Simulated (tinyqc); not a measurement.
# Changing the density cut-off d/a

Model: Finnis-Sinclair potential for a bcc metal: fit to cohesion and elasticity, then vacancy, surfaces and structure. Computed by tinyqc, a small Python program. Command: `OMP_NUM_THREADS=1 python tinyqc.py 3112227 3112228 out.jsonl fsfit sweep`. One thread of a shared host (Intel(R) Xeon(R) Processor @ 2.30GHz), about 0.02 s of CPU time with the checks.

E = (1/2) sum V(r) - A sqrt(rho), rho = sum phi(r), phi = (r - d)^2 for r < d, V = (r - c)^2 (c0 + c1 r + c2 r^2) for r < c. In bcc the 8 first neighbours lie at sqrt(3) a/2 and the 6 second at a; both cut-offs lie below the third shell; Omega = a^3/2; E is per atom and z the number of atoms in a shell. The four constants A, c0, c1, c2 are fitted to E_c, zero pressure, B and C12 - C44 alone, so C44 and C11 - C12 are not matched singly; defects are unrelaxed.

Inputs (values chosen for the exercise, modelled on tantalum): lattice constant a = 3.306 angstrom; cohesive energy E_c = 8.15 eV; target C11 = 268 GPa; target C12 = 165 GPa; target C44 = 81.6 GPa; pair cut-off c/a = 1.289.

Constants: 1 eV/angstrom^3 = 160.2176634 GPa; 1 eV/angstrom^2 = 16.02176634 J/m^2.

Method:
- rho = sum z phi, rho1 = sum z r phi', rho2 = sum z r^2 phi''. At zero pressure the effective pair part V + 2 F' phi obeys C12 = C44, so C12 - C44 = F'' (rho1/3)^2/Omega with F'' = A/(4 rho^(3/2)); this gives A.
- With v_k = (r - c)^2 r^k the rows are (1/2) sum z v_k, (1/2) sum z r v_k' and (1/2) sum z r^2 v_k''. With rho1 = sum z r phi' and rho2 = sum z r^2 phi'' the right-hand sides are: -E_c + A sqrt(rho) (cohesion); A rho1/(2 sqrt(rho)) (zero pressure); 9 B Omega + A [rho2/(2 sqrt(rho)) - rho1^2/(4 rho^(3/2))] with B = (C11 + 2 C12)/3.
- Solve the three equations.
- Second differences of E with strains of 1e-4: e_xx gives C11, (e_xx, e_yy) = (1, -1) gives 2 (C11 - C12), an engineering shear gives C44. B and C12 - C44 are fitted; the one combination left tests the choice of d.
- E_v = -A sum_shells z [sqrt(rho - phi(r)) - sqrt(rho)] - (1/2) sum z V(r): the neighbours lose one bond each, and the atom is put back in the bulk.
- An atom in layer i below the surface keeps only neighbours no higher than the top layer; gamma = sum_i (E_i + E_c)/(area per surface atom), with layer spacings a/2, a/sqrt2 and areas a^2, a^2/sqrt2 for (100) and (110).

One run for each value:
```
density cut-off d/a  error of C44 (%)  A (eV/angstrom)  vacancy energy E_v (eV)  gamma(110) (J/m^2)
1.133                         -35.392           2.0314                   5.4561              3.3051
1.161                         -27.667           2.2213                   4.8410              2.9605
1.188                         -17.259           2.4119                   4.1735              2.5864
1.216                          -3.526           2.6150                   3.4049              2.1555
1.243                          12.484           2.8147                   2.5905              1.6988
```

Over the rows, error of C44 (%) rises from -35.4 to 12.5; A (eV/angstrom) rises from 2.03 to 2.81 (exponent d ln y / d ln x 3.7 between the first rows and 3.4 between the last); vacancy energy E_v (eV) falls from 5.46 to 2.59 (exponent d ln y / d ln x -4.9 between the first rows and -12 between the last). The error of C44 passes zero between d/a = 1.216 and 1.243, which is how d is fixed in the full fit. Left out: 1.27, 1.30, 1.32, 1.35 (the fit is far from the shear constants).
